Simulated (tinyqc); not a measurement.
Changing the C12: Raman shift of the zone-centre optical phonon of a diamond-structure crystal under stress. Computed by tinyqc, a small Python program. Command: `OMP_NUM_THREADS=1 python tinyqc.py 3026987 3026988 out.jsonl ramanstress sweep`. One thread of a shared host (Intel(R) Xeon(R) Processor @ 2.30GHz), about 0.01 s of CPU time with the checks.

Axes x, y, z are the cube axes. Strain shifts the threefold optical mode and can split it; p, q and r are the phonon deformation potentials.

Inputs (values chosen for the exercise, for a model crystal):
```
quantity                         value    unit
unstrained frequency omega_0       413    1/cm
p/omega_0^2                      -1.81       -
q/omega_0^2                      -2.16       -
r/omega_0^2                      -1.44       -
C11                                387     GPa
C44                                187     GPa
stress sigma (tension positive)     -1     GPa
polarisation angle phi              20  degree
```

Stress state: hydrostatic. Axis: none.

Method:
- S11 = (C11 + C12)/D, S12 = -C12/D, D = (C11 - C12)(C11 + 2 C12), S44 = 1/C44.
- Hydrostatic stress: sigma_ij = sigma delta_ij.
- eps_xx = S11 sigma_xx + S12 (sigma_yy + sigma_zz), and cyclic; eps_xy = S44 sigma_xy/2 (tensor strain).
- Secular matrix: M_xx = p eps_xx + q (eps_yy + eps_zz), M_xy = 2 r eps_xy; its eigenvalues are omega^2 - omega_0^2, and the shifts are these over 2 omega_0.
- gamma = -(p + 2q)/(6 omega_0^2); the mean of the three shifts is -gamma omega_0 x (volume strain).
- Backscattering from a (001) surface: incident polarisation (cos phi, sin phi, 0). With Raman tensors (R_z)_xy = (R_z)_yx = 1 and cyclic, only the z component u_z of a mode counts: I = u_z^2 sin^2(2 phi) for parallel and u_z^2 cos^2(2 phi) for crossed polarisers. An unresolved line sits at the intensity-weighted shift, which is M_zz/(2 omega_0).

One run for each value:
```
C12 (GPa)  shift per stress (1/(cm GPa))  mean shift (1/cm)  S12 (1/TPa)  volume strain (per mille)
19.4                             -2.9729             2.9729      -0.1239                    -7.0456
49.8                             -2.6014             2.6014      -0.3035                    -6.1652
80.2                             -2.3125             2.3125      -0.4775                    -5.4805
111.0                            -2.0786             2.0786      -0.6604                    -4.9261
141.0                            -1.8921             1.8921      -0.8568                    -4.4843
171.0                            -1.7364             1.7364      -1.0860                    -4.1152
202.0                            -1.6003             1.6003      -1.3804                    -3.7927
232.0                            -1.4875             1.4875      -1.7588                    -3.5253
```

Over the rows, shift per stress (1/(cm GPa)) rises from -2.97 to -1.49 (exponent d ln y / d ln x -0.14 between the first rows and -0.53 between the last); mean shift (1/cm) falls from 2.97 to 1.49 (exponent d ln y / d ln x -0.14 between the first rows and -0.53 between the last); S12 (1/TPa) falls from -0.124 to -1.76 (exponent d ln y / d ln x 0.95 between the first rows and 1.7 between the last). C12 sets the Poisson contraction: at fixed C11 it raises the bulk modulus, which cuts the volume strain and the mean shift.

Caution (all rows): this stress has components normal to the (001) face, so it cannot reach a free (001) surface; it can act on buried material.

Extremes, crossings and ranges named in words are read from the listed rows.
